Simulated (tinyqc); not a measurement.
Worked calculation: extended Hueckel theory, for H6+. The parameters take no account of the charge, which enters only through the electron count. Computed by tinyqc, a small Python program that keeps every step (integrals from PySCF). Settings: charge = 1, K = 1.5, weighted = 1, multiplicity = 2. Command: `OMP_NUM_THREADS=1 python tinyqc.py 30101 30102 out.jsonl` (the two numbers bound the seeds that draw the settings). One thread of a shared host (Intel(R) Xeon(R) Processor @ 2.60GHz), about 0.01 s of CPU time with the checks.

## Overlaps

Geometry (angstrom):
```
atom         x         y         z
H     0.000000  0.000000  0.000000
H     0.000000  0.000000  0.908000
H     0.000000  0.000000  2.019000
H     0.000000  0.000000  2.927000
H     0.000000  0.000000  4.037000
H     0.000000  0.000000  4.945000
```

Parameters chosen for this run:
```
element  shell  Slater exponent   H_ii (eV)
H           1s         1.300000  -13.600000
```

Slater orbitals, each expanded in six Gaussians scaled to its exponent.

overlap S, order 1H 1s, 2H 1s, 3H 1s, 4H 1s, 5H 1s, 6H 1s:
```
[[1.000000, 0.525398, 0.099295, 0.019159, 0.002031, 0.000260],
 [0.525398, 1.000000, 0.405437, 0.099295, 0.012993, 0.002031],
 [0.099295, 0.405437, 1.000000, 0.525398, 0.099465, 0.019196],
 [0.019159, 0.099295, 0.525398, 1.000000, 0.405981, 0.099465],
 [0.002031, 0.012993, 0.099465, 0.405981, 1.000000, 0.525398],
 [0.000260, 0.002031, 0.019196, 0.099465, 0.525398, 1.000000]]
```

## Wolfsberg-Helmholz matrix

diagonal H_ii (eV): [-13.600000, -13.600000, -13.600000, -13.600000, -13.600000, -13.600000]

K = 1.500000

H_ij = K' S_ij (H_ii + H_jj)/2 for i != j (the diagonal keeps H_ii), with K' = K + D^2 + D^4 (1 - K), D = (H_ii - H_jj)/(H_ii + H_jj), K = 1.5.

H (eV), order 1H 1s, 2H 1s, 3H 1s, 4H 1s, 5H 1s, 6H 1s:
```
[[-13.600000, -10.718126, -2.025615, -0.390849, -0.041426, -0.005313],
 [-10.718126, -13.600000, -8.270907, -2.025615, -0.265058, -0.041426],
 [-2.025615, -8.270907, -13.600000, -10.718126, -2.029081, -0.391593],
 [-0.390849, -2.025615, -10.718126, -13.600000, -8.282009, -2.029081],
 [-0.041426, -0.265058, -2.029081, -8.282009, -13.600000, -10.718126],
 [-0.005313, -0.041426, -0.391593, -2.029081, -10.718126, -13.600000]]
```

## Orbitals

valence electrons = 5

Solve H C = S C e through S^(-1/2); fill by pairs from the bottom, a degenerate level sharing its electrons equally; each orbital has its largest coefficient positive (the first on a tie).

orbital energies (eV): [-16.994799, -16.109814, -14.433175, -9.026838, -3.487611, 4.022102]

occupations: [2.000000, 2.000000, 1.000000, 0.000000, 0.000000, 0.000000]

coefficients, order 1H 1s, 2H 1s, 3H 1s, 4H 1s, 5H 1s, 6H 1s:
```
[[0.195394, 0.373726, 0.459034, -0.613087, -0.675672, -0.440180],
 [0.288697, 0.397019, 0.216816, 0.385215, 0.834645, 0.761205],
 [0.358567, 0.136518, -0.425356, 0.558438, -0.304435, -1.009587],
 [0.358774, -0.136312, -0.424986, -0.558237, -0.303027, 1.010704],
 [0.289196, -0.396412, 0.217041, -0.385364, 0.833300, -0.763344],
 [0.195747, -0.373168, 0.459463, 0.613409, -0.674578, 0.441373]]
```

sum of one-electron energies = -80.642401 eV

## Mulliken analysis

P = C n C^T; charge = valence electrons (H 1) minus the sum of (P S)_ii on the atom; overlap population = 2 sum P_ij S_ij between two atoms.

charges: [0.164623, 0.113881, 0.221234, 0.221176, 0.114143, 0.164943]

Overlap populations:
```
pair      value
2-1    0.534958
3-1    0.009316
3-2    0.180996
4-1   -0.006007
4-2    0.001345
4-3    0.421202
5-1   -0.000340
5-2   -0.002618
5-3    0.001360
5-4    0.181347
6-1    4.42e-06
6-2   -0.000340
6-3   -0.006025
6-4    0.009335
6-5    0.534643
```
